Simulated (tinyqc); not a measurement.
Planar ballistic transistor, top-of-the-barrier model: effect of the temperature.

At the top of the source barrier, states moving towards the drain are filled by the source (Fermi level 0) and states moving back by the drain (Fermi level -q Vd); nothing scatters. U is the shift of the band edge there, set by the capacitances CG, CD and CS (the total) and by the charge. Parabolic two-dimensional band; the source is grounded.

N0 = gv m kB T/(pi hbar^2), CG = eps0 eox/tox, vT = sqrt(2 kB T/(pi m)), CS = CG/aG, n0 = n at U = 0 and Vd = 0. eta1 = -(E0 + U)/Vt, eta2 = eta1 - Vd/Vt, n = (N0/2)[F_0(eta1) + F_0(eta2)], F_0(x) = ln(1 + exp x). U = UL + q (n - n0)/CS with UL = -(aG Vg + aD Vd), energies in eV. I = q (N0/2) vT [F_(1/2)(eta1) - F_(1/2)(eta2)] per width, F_(1/2)(x) = (2/sqrt(pi)) int_0^infinity u^(1/2)/(1 + exp(u - x)) du. CQ = (q/Vt) dn/d(eta1). E0 is held fixed.

Values chosen for this exercise; mass and valleys close to those of indium arsenide: effective mass m = 0.031 m0; valley degeneracy gv = 1; relative permittivity of the gate insulator eox = 3.9; insulator thickness tox = 2.4 nm; gate control CG/CS aG = 0.76; drain control CD/CS aD = 0.1; band edge at the barrier top above the source Fermi level at zero bias E0 = 0.3 eV; gate voltage Vg = 0.6 V; drain voltage Vd = 0.6 V.

Constants: q = 1.602176634e-19 C, kB = 1.380649e-23 J/K, hbar = 1.054571817e-34 J s, m0 = 9.1093837015e-31 kg, Vt = kB T/q, eps0 = 8.8541878128e-14 F/cm where lengths are in cm. Results are converted to the units shown.

Results:

| T (K) | eta1 | n (cm^-2) | I (uA/um) | mean velocity I/(q n) (cm/s) | CQ/CS |
|---|---|---|---|---|---|
| 50 | 32.385 | 9.0349e11 | 773.97 | 5.3468e7 | 0.54796 |
| 77 | 21.030 | 9.0349e11 | 775.22 | 5.3554e7 | 0.54796 |
| 120 | 13.494 | 9.0349e11 | 778.32 | 5.3768e7 | 0.54796 |
| 180 | 8.9959 | 9.0350e11 | 784.99 | 5.4228e7 | 0.54789 |
| 300 | 5.3960 | 9.0398e11 | 806.74 | 5.5701e7 | 0.54549 |
| 360 | 4.4941 | 9.0494e11 | 821.76 | 5.6678e7 | 0.54191 |
| 420 | 3.8481 | 9.0672e11 | 839.37 | 5.7779e7 | 0.53653 |

Estimate the missing row, T = 240 K.

Computed row:

| T (K) | eta1 | n (cm^-2) | I (uA/um) | mean velocity I/(q n) (cm/s) | CQ/CS |
|---|---|---|---|---|---|
| 240 | 6.7466 | 9.0359e11 | 794.45 | 5.4876e7 | 0.54732 |

With this row back in the table: As T goes from 50 to 420 K, n stays near 9.04e11 cm^-2, the mean velocity rises from 5.35e7 to 5.78e7 cm/s and the current rises from 774 to 839 uA/um. CQ/CS goes from 0.55 to 0.54.

Computed by the program tinyqc: `OMP_NUM_THREADS=1 python tinyqc.py 2400110 2400111 out.jsonl`, one thread of a shared Intel Xeon 2.30GHz, about 0.02 s for the whole run.
